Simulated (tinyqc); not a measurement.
From E(q) back to exchange J1: Heisenberg magnet: exchange from energy differences, ordering vector, linear spin waves and ordering temperature. Computed by tinyqc, a small Python program. Command: `OMP_NUM_THREADS=1 python tinyqc.py 3011580 3011581 out.jsonl magnon inv`. One thread of a shared host (Intel(R) Xeon(R) Processor @ 2.30GHz), about 0.7 s of CPU time with the checks.

H = -sum over pairs <ij> J_ij S_i.S_j - K sum_i (S_i^z)^2, each pair once, J > 0 ferromagnetic. First neighbours: 8 at a (0.5, 0.5, 0.5), second: 6 at a (1, 0, 0), with all permutations and signs.

Inputs (values chosen for the exercise, for a model magnet): exchange J2 = 0.012 meV; spin S = 3.5; single-ion anisotropy K = 0.005 meV.

Lattice: bcc. Order: ferromagnetic.

wave vector q (2 pi/a): 0.2  0.4  0.25

Constants: h x 1 THz = 4.135667696 meV.

Method. J(q) = J1 g1(q) + J2 g2(q), g_s(q) = sum over shell s of cos(q.R). g_s(q) = sum over shell s of cos(q.R), z1 = g1(0). E(q) = S [J(0) - J(q)] + (2S - 1) K, J(q) = J1 g1 + J2 g2. The factor 2S - 1 removes the anisotropy for S = 1/2.

Question. A run gave the result below. Find the exchange J1, known to lie between 0.99 and 2.4 meV.

E(q) = 38.86402 meV

Answer.

Each step takes the trial c = (a f_b - b f_a)/(f_b - f_a), f being the result less the target and a, b, c the logarithms of the listed values; c replaces end b, the old b replaces a if the sign of f changed, and otherwise f_a is halved.

Scan of the range:
```
exchange J1 (meV)  E(q) (meV)
0.99                  23.1438
1.15                  26.8318
1.33                  30.9808
1.54                  35.8214
1.79                  41.5840
2.07                  48.0380
2.40                  55.6446
```

False position (Illinois rule, in the logarithm of the input) inside the bracket:
```
step    end a    end b    trial  E(q) (meV)
1     1.54000  1.79000  1.66731     38.7559
2     1.79000  1.66731  1.67184     38.8604
3     1.79000  1.67184  1.67215     38.8674
4     1.67184  1.67215  1.67200     38.8640
5     1.67215  1.67200  1.67200     38.8640
```

E(q) rises at every point of a 13-point scan of the range (every second point is shown), so one value fits; it is bracketed by 1.54 and 1.79. The scan shows a straight line, so linear interpolation between any two rows gives the answer at once. Answer: exchange J1 = 1.672 meV.
